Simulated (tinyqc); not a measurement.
Inside a calculation. Method: RKS/exchange-only LDA in the sto-6g basis, for Be, spin multiplicity 1. One step of it, computed by the program tinyqc.

Task: Iteration 2: building the Kohn-Sham matrix. J_ij = sum D_kl (ij|kl); F = H + J + V_xc; E = tr D H + tr D J / 2 + E_xc + E_nn.

D after iteration 1, lower triangle:
```
,1Be 1s,1Be 2s,1Be 2px,1Be 2py,1Be 2pz
1Be 1s,2.138820
1Be 2s,-0.544895,2.138820
1Be 2px,0.000000,0.000000,0.000000
1Be 2py,0.000000,0.000000,0.000000,0.000000
1Be 2pz,0.000000,0.000000,0.000000,0.000000,0.000000
```

core Hamiltonian H = T + V (hartree), lower triangle:
```
,1Be 1s,1Be 2s,1Be 2px,1Be 2py,1Be 2pz
1Be 1s,-7.946038
1Be 2s,-1.858116,-2.079966
1Be 2px,0.000000,0.000000,-1.638720
1Be 2py,0.000000,0.000000,0.000000,-1.638720
1Be 2pz,0.000000,0.000000,0.000000,0.000000,-1.638720
```

Two-electron integrals (ij|kl) in chemists' order, unique and non-zero (hartree):
```
i,j,k,l,(ij|kl)
1,1,1,1,2.299996
2,1,1,1,0.361879
2,1,2,1,0.071926
2,2,1,1,0.570332
2,2,2,1,0.139654
2,2,2,2,0.417773
3,1,3,1,0.015252
3,2,3,1,0.022555
3,2,3,2,0.092340
3,3,1,1,0.570332
3,3,2,1,0.139654
3,3,2,2,0.417773
3,3,3,3,0.450117
4,1,4,1,0.015252
4,2,4,1,0.022555
4,2,4,2,0.092340
4,3,4,3,0.024258
4,4,1,1,0.570332
4,4,2,1,0.139654
4,4,2,2,0.417773
4,4,3,3,0.401601
4,4,4,4,0.450117
5,1,5,1,0.015252
5,2,5,1,0.022555
5,2,5,2,0.092340
5,3,5,3,0.024258
5,4,5,4,0.024258
5,5,1,1,0.570332
5,5,2,1,0.139654
5,5,2,2,0.417773
5,5,3,3,0.401601
5,5,4,4,0.401601
5,5,5,5,0.450117
```

nuclear repulsion = 0 hartree

V_xc (hartree), lower triangle:
```
,1Be 1s,1Be 2s,1Be 2px,1Be 2py,1Be 2pz
1Be 1s,-1.337229
1Be 2s,-0.171142,-0.259071
1Be 2px,0.000000,0.000000,-0.259071
1Be 2py,0.000000,0.000000,0.000000,-0.259071
1Be 2pz,0.000000,0.000000,0.000000,0.000000,-0.259071
```

E_xc = sum of w rho eps_xc = -2.42076757 hartree

Give: Coulomb J; Kohn-Sham matrix F; total energy of this density.

Result:

Coulomb J (hartree), lower triangle:
```
,1Be 1s,1Be 2s,1Be 2px,1Be 2py,1Be 2pz
1Be 1s,5.7447
1Be 2s,0.9943,1.9612
1Be 2px,0.0000,0.0000,1.9612
1Be 2py,0.0000,0.0000,0.0000,1.9612
1Be 2pz,0.0000,0.0000,0.0000,0.0000,1.9612
```

Kohn-Sham matrix F (hartree), lower triangle:
```
,1Be 1s,1Be 2s,1Be 2px,1Be 2py,1Be 2pz
1Be 1s,-3.5385
1Be 2s,-1.0350,-0.3779
1Be 2px,0.0000,0.0000,0.0634
1Be 2py,0.0000,0.0000,0.0000,0.0634
1Be 2pz,0.0000,0.0000,0.0000,0.0000,0.0634
```

total energy of this density = -14.140627 hartree
